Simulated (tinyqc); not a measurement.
Inside a calculation. Model: double-gate transistor below threshold, two-dimensional Poisson equation on a small mesh.

tinyqc, about 0.1 s, one thread, Intel Xeon 2.30GHz (shared host): `OMP_NUM_THREADS=1 python tinyqc.py 2480110 2480111 out.jsonl` Printed values are rounded.

Half of a symmetric double-gate structure: row 0 is the mid-plane of the body, where the normal field vanishes. Mobile charge is neglected (subthreshold), the body is fully depleted, and potentials are counted from the intrinsic level; rows run upward to the gate, columns from source to drain.

Inputs (values chosen for the exercise); semiconductor permittivity close to that of silicon: temperature T = 273 K; relative permittivity of the semiconductor eps_r = 11.6; relative permittivity of the insulator eox = 7.5; half the body thickness tb = 3 nm; insulator thickness tox = 2.7 nm; channel length L = 32 nm; acceptor density of the depleted body Na = 0 cm^-3; potential of the source Vbi = 0.51 V; gate offset Vfb = 0.11 V; gate voltage Vg = -0.1 V; drain voltage Vd = 0.3 V.

Constants: q = 1.602176634e-19 C, kB = 1.380649e-23 J/K, Vt = kB T/q, eps0 = 8.8541878128e-14 F/cm where lengths are in cm. Results are converted to the units shown.

## Coefficients of the five-point equations

Mesh: rows i = 0..3 in the semiconductor (step hs = tb/3, row 3 on the interface), then 2 step(s) ho = tox/2 up to the gate row 5; columns j = 0..7 (step hy = L/7). Box integration, divided by eps0: up_i = eps hy/h of the interval above row i, dn_i = that of the interval below (0 for row 0), lat_i = (sum of eps h/2 over the intervals above and below)/hy, s_i = -q Na w_i hy/eps0 with w_i the semiconductor height of the box (hs/2 for row 0 and the interface row, hs between, 0 in the insulator). Each free node obeys (up + dn + 2 lat) psi = up psi(above) + dn psi(below) + lat [psi(left) + psi(right)] + s.

```
row       up       dn      lat  s (V)
0    53.0286        0  1.26875      0
1    53.0286  53.0286  2.53750      0
2    53.0286  53.0286  2.53750      0
3    25.3968  53.0286  2.37617      0
4    25.3968  25.3968  2.21484      0
```

## Iteration 1: over-relaxation sweep (omega = 1.59)

psi at the start (fixed values on the edges, free nodes at zero) (V):
```
             j=0        j=1        j=2        j=3        j=4        j=5        j=6        j=7
row 0   0.510000   0.000000   0.000000   0.000000   0.000000   0.000000   0.000000   0.810000
row 1   0.510000   0.000000   0.000000   0.000000   0.000000   0.000000   0.000000   0.810000
row 2   0.510000   0.000000   0.000000   0.000000   0.000000   0.000000   0.000000   0.810000
row 3   0.510000   0.000000   0.000000   0.000000   0.000000   0.000000   0.000000   0.810000
row 4   0.150000   0.000000   0.000000   0.000000   0.000000   0.000000   0.000000   0.300000
row 5  -0.210000  -0.210000  -0.210000  -0.210000  -0.210000  -0.210000  -0.210000  -0.210000
```

Free nodes: rows 0..4, columns 1..6, taken row by row from row 0, left to right. t = (up psi(above) + dn psi(below) + lat [psi(left) + psi(right)] + s)/(up + dn + 2 lat), with the newest neighbours; psi(new) = psi + 1.59 (t - psi).

psi after iteration 1 (V):
```
             j=0        j=1        j=2        j=3        j=4        j=5        j=6        j=7
row 0   0.510000   0.018515   0.000672   0.000024   0.000001   0.000000   0.029407   0.810000
row 1   0.510000   0.032563   0.001692   0.000080   0.000004   0.000000   0.051718   0.810000
row 2   0.510000   0.043221   0.002853   0.000164   0.000009   0.000000   0.068645   0.810000
row 3   0.510000   0.066977   0.005934   0.000436   0.000029   0.000002   0.106376   0.810000
row 4   0.150000  -0.095017  -0.155278  -0.163142  -0.163941  -0.164012  -0.067101   0.300000
row 5  -0.210000  -0.210000  -0.210000  -0.210000  -0.210000  -0.210000  -0.210000  -0.210000
```

## Iteration 2: over-relaxation sweep (omega = 1.59)

As before.

psi after iteration 2 (V):
```
             j=0        j=1        j=2        j=3        j=4        j=5        j=6        j=7
row 0   0.510000   0.057026   0.004242   0.000261   0.000014   0.001068   0.090572   0.810000
row 1   0.510000   0.075422   0.007126   0.000534   0.000035   0.002690   0.119788   0.810000
row 2   0.510000   0.101156   0.011904   0.001072   0.000082   0.004537   0.160660   0.810000
row 3   0.510000   0.040329  -0.064967  -0.081322  -0.083217  -0.073974   0.100952   0.810000
row 4   0.150000  -0.068345  -0.124212  -0.135145  -0.136761  -0.123884  -0.028919   0.300000
row 5  -0.210000  -0.210000  -0.210000  -0.210000  -0.210000  -0.210000  -0.210000  -0.210000
```

## Course of the iteration: over-relaxation sweep (omega = 1.59)

Stop when the largest change of psi is below 1e-7 V, or after 400 iterations. Fixed values: gate row Vg - Vfb; column 0 at Vbi and the last column at Vbi + Vd in the semiconductor, each running linearly to Vg - Vfb across the insulator.

Course of the iteration:
```
iteration  psi at row 0, j = 3 (V)  largest |change| of one entry (V)
1                       2.44040e-5                              0.164
2                       2.60965e-4                             0.0920
3                       0.00109036                             0.0811
4                       0.00335751                             0.0837
5                       -0.0736544                             0.0794
6                       -0.0879873                             0.0178
7                        -0.107637                             0.0196
8                        -0.124600                             0.0170
9                        -0.137091                             0.0125
...                            ...                                ...
28                       -0.155862                            3.54e-6
29                       -0.155864                            2.18e-6
30                       -0.155866                            1.37e-6
31                       -0.155866                            8.75e-7
32                       -0.155867                            5.55e-7
33                       -0.155867                            3.39e-7
34                       -0.155868                            2.26e-7
35                       -0.155868                            1.43e-7
36                       -0.155868                            9.35e-8
```

Converged in 36 iterations. At the end each change is about 0.65 times the one before: linear convergence.

## Barrier, swing and barrier lowering

converged psi (V):
```
             j=0        j=1        j=2        j=3        j=4        j=5        j=6        j=7
row 0   0.510000   0.072116  -0.102568  -0.155868  -0.146189  -0.062319   0.188239   0.810000
row 1   0.510000   0.065818  -0.105472  -0.157375  -0.147964  -0.066307   0.179358   0.810000
row 2   0.510000   0.046463  -0.114089  -0.161815  -0.153196  -0.078143   0.152055   0.810000
row 3   0.510000   0.012609  -0.128106  -0.168952  -0.161607  -0.097403   0.104283   0.810000
row 4   0.150000  -0.091449  -0.166715  -0.188363  -0.184490  -0.150481  -0.042622   0.300000
row 5  -0.210000  -0.210000  -0.210000  -0.210000  -0.210000  -0.210000  -0.210000  -0.210000
```

d psi/dVg on row 0: j=0 0.000000, j=1 0.608992, j=2 0.853383, j=3 0.932217, j=4 0.932217, j=5 0.853383, j=6 0.608992, j=7 0.000000
d psi/dVd on row 0: j=0 0.00000, j=1 0.00197, j=2 0.00623, j=3 0.01776, j=4 0.05002, j=5 0.14039, j=6 0.38904, j=7 1.00000

The barrier is read along row 0, the path farthest from the gate. Take the node j of lowest psi: barrier Vbi - psi_j; swing Vt ln 10/(d psi_j/dVg); DIBL = (d psi_j/dVd)/(d psi_j/dVg). The derivatives solve the same equations with s = 0 and a unit change of that voltage.

j = 3
barrier = 0.665868 V
swing = 58.1078 mV/decade
DIBL = 19.0514 mV/V

A mesh of 12, 8 and 80 steps (semiconductor, insulator, channel) gives a barrier of 0.678 V, a swing of 57.0 mV a decade and a DIBL of 21.9 mV/V; the small mesh puts the barrier 1.7 % below that.
